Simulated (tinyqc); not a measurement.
# Resistance of a tapered via with liner, size effect and interface, step by step

Numbers from tinyqc (`OMP_NUM_THREADS=1 python tinyqc.py 2750081 2750082 out.jsonl`; about 0.01 s on one thread of a shared Intel Xeon 2.30GHz). Printed values are rounded.

A round via whose diameter grows from db at the bottom as D(z) = db + 2 z/tan(ang). The fill, of diameter D - 2 tl, starts above the bottom liner (thickness fb tl) and has rho = rho0 (1 + ks lam/(D - 2 tl)); the sidewall liner conducts in parallel with it. The bottom liner and the interface are crossed over the full area pi db^2/4. Spreading in the lines above and below is left out.

Values chosen for this exercise; fill metal close to copper: diameter at the bottom db = 32 nm; height hv = 47 nm; sidewall angle ang = 88 degrees; bulk resistivity of the fill rho0 = 1.63 uohm cm; mean free path of the fill lam = 40.9 nm; size-effect factor ks = 0.9; liner on the sidewall tl = 2.9 nm; liner at the bottom over that on the sidewall fb = 0.5; resistivity of the liner rl = 560 uohm cm; interface resistivity at the bottom ri = 5.9e-12 ohm cm^2; ballistic conductance per area, about 3/(4 rho0 lam) Sb = 1.1e15 S/m^2.

Range of the model: The ballistic limit exceeds half of R_fill, so a diffusive resistivity alone understates the resistance.

## Slices of the via

Slices between z0 = fb tl and hv, evaluated at their midpoints: conductance per length pi/4 [(D - 2 tl)^2/rho + (D^2 - (D - 2 tl)^2)/rl], slice resistance = slice height over that. 8 slices.

```
slice   z (nm)   D (nm)  rho (uohm cm)  slice resistance (ohm)
0      4.29688  32.3001        3.89415                0.400647
1      9.99062  32.6978        3.86068                0.385578
2      15.6844  33.0954        3.82818                0.371303
3      21.3781  33.4931        3.79662                0.357769
4      27.0719  33.8907        3.76595                0.344927
5      32.7656  34.2884        3.73613                0.332733
6      38.4594  34.6861        3.70714                0.321146
7      44.1531  35.0837        3.67893                0.310125
```

## Total resistance

R_fill = sum of the slices; R_bottom = rl fb tl/(pi db^2/4); R_interface = ri/(pi db^2/4); ballistic (Sharvin) limit 1/(Sb pi (db - 2 tl)^2/4); ideal cylinder rho0 hv/(pi db^2/4).

parts (ohm): fill 2.82423, bottom liner 10.0964, interface 0.733605
R = 13.6542 ohm
shares (%): fill 20.6839, bottom liner 73.9434, interface 5.3727
ballistic limit = 1.68622 ohm
ideal cylinder = 0.952567 ohm

The bottom liner is the largest part, and R is 14.3 times the ideal cylinder. With 2000 slices R = 13.654 ohm.
